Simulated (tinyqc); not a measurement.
Read current of a NAND string, cells in series solved by shooting: one step of the calculation.

Cells in series, numbered from 0 at the source line (0 V) to the bit line, each followed by a gap resistance Rg. A cell with gate Vg, threshold VT, source Vs and drain Vd passes I = 2 nf K Vt^2 [F(Vs) - F(Vd)]/(1 + th max(Vg - VT, 0)), F(V) = ln^2(1 + exp((Vg - VT - nf V)/(2 nf Vt))). The selected cell has Vg = Vr, the others Vg = Vp.

Problem. Node voltages for a trial current. For a trial current I start at 0 V and, cell by cell (the selected one is cell 2), solve for the drain: sqrt(F(Vd)) = sqrt(F(Vs) - I/k), k = 2 nf K Vt^2/(1 + th max(Vg - VT, 0)), Vd = [Vg - VT - 2 nf Vt ln(exp(sqrt F) - 1)]/nf, then add I Rg.

Values chosen for this exercise; values of the order met in vertical NAND strings:
```
symbol  value    unit                                 meaning
T         300       K                             temperature
K         8.4  uA/V^2                   gain factor of a cell
nf        2.1                                    slope factor
th       0.13     1/V               mobility reduction factor
Rg        4.9    kohm     resistance of the gap between cells
Vbl       0.3       V                        bit-line voltage
Vp        7.2       V                            pass voltage
Vr       3.81       V  read voltage on the selected word line
```

Constants: q = 1.602176634e-19 C, kB = 1.380649e-23 J/K, Vt = kB T/q. Results are converted to the units shown.

first trial current = 0.46 uA

| cell | thresholds from the source end (V) |
|---|---|
| 0 | 4.2 |
| 1 | -1.3 |
| 2 | 1.9 |
| 3 | -1.3 |
| 4 | 4.2 |
| 5 | -1.3 |

Wanted: node voltage after each cell and gap, trial 1.

Solution.

| cell | node voltage after each cell and gap, trial 1 (V) |
|---|---|
| 0 | 0.02786 |
| 1 | 0.04379 |
| 2 | 0.08450 |
| 3 | 0.1006 |
| 4 | 0.1305 |
| 5 | 0.1468 |

tinyqc, about 0.8 s, one thread, Intel Xeon 2.30GHz (shared host): `OMP_NUM_THREADS=1 python tinyqc.py 2142098 2142099 out.jsonl`
